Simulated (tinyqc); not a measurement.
# Crystallisation kinetics and data retention of a phase-change cell, step by step

Numbers from tinyqc (`OMP_NUM_THREADS=1 python tinyqc.py 2490004 2490005 out.jsonl`; about 0.03 s on one thread of a shared Intel Xeon 2.30GHz). Printed values are rounded.

Johnson-Mehl-Avrami-Kolmogorov law X = 1 - exp(-y^n), y = integral of k dt, k = (1/100 s) exp[-(Ec q/kB)(1/T - 1/T1)].

Inputs (values chosen for the exercise); values of the order of Ge-Sb-Te and related chalcogenides: activation energy of crystallisation Ec = 2.77 eV; temperature at which the rate k is 1/(100 s) T1 = 438 K; Avrami exponent n = 3; crystalline share at which the state is lost Xf = 0.2; storage temperature T = 338 K; heating rate b = 1 K/min; start of the ramp table Ta = 395 K; step of the table dT = 4 K; steps m = 10.

Constants: q = 1.602176634e-19 C, kB = 1.380649e-23 J/K. Results are converted to the units shown.

Range of the model: One Arrhenius rate is assumed; incubation, growth from the boundary and the non-Arrhenius kinetics of the supercooled liquid are left out.

## Retention

At fixed T the state fails at t = (-ln(1 - Xf))^(1/n)/k; ten years are 3.15576e8 s.

k = 3.71745e-12 1/s
y at failure = 0.606543
time to fail = 1.63161e11 s
the same in years = 5170.25
temperature for ten years = 361.768 K

The cell meets ten years at 338 K.

## A heating ramp

T rises at the rate b. Start with y = k (kB Ta^2/(q Ec))/b, the integral from cold to Ta to leading order; over each step k is taken as exponential in T, so y gains (dT/b)(k2 - k1)/ln(k2/k1). dX/dt = n y^(n - 1) k exp(-y^n), listed as 0 once y^n exceeds 23.

| point | T (K) | k (1/s) | y | X | dX/dt (1/s) |
|---|---|---|---|---|---|
| 0 | 395 | 3.39100e-6 | 9.87567e-4 | 9.63162e-10 | 9.92160e-12 |
| 1 | 399 | 7.66719e-6 | 0.00224554 | 1.13230e-8 | 1.15984e-10 |
| 2 | 403 | 1.70573e-5 | 0.00506388 | 1.29853e-7 | 1.31220e-9 |
| 3 | 407 | 3.73559e-5 | 0.0112784 | 1.43465e-6 | 1.42554e-8 |
| 4 | 411 | 8.05715e-5 | 0.0247718 | 1.52010e-5 | 1.48324e-7 |
| 5 | 415 | 1.71225e-4 | 0.0536335 | 1.54267e-4 | 1.47739e-6 |
| 6 | 419 | 3.58678e-4 | 0.114475 | 0.00149900 | 1.40797e-5 |
| 7 | 423 | 7.40913e-4 | 0.240928 | 0.0138876 | 1.27229e-4 |
| 8 | 427 | 0.00150983 | 0.500160 | 0.117609 | 9.99833e-4 |
| 9 | 431 | 0.00303632 | 1.02454 | 0.658853 | 0.00326189 |
| 10 | 435 | 0.00602822 | 2.07157 | 0.999862 | 1.06925e-5 |

Among the points the rate is largest at 431 K, where X = 0.659; the exact peak lies at 430.8 K.
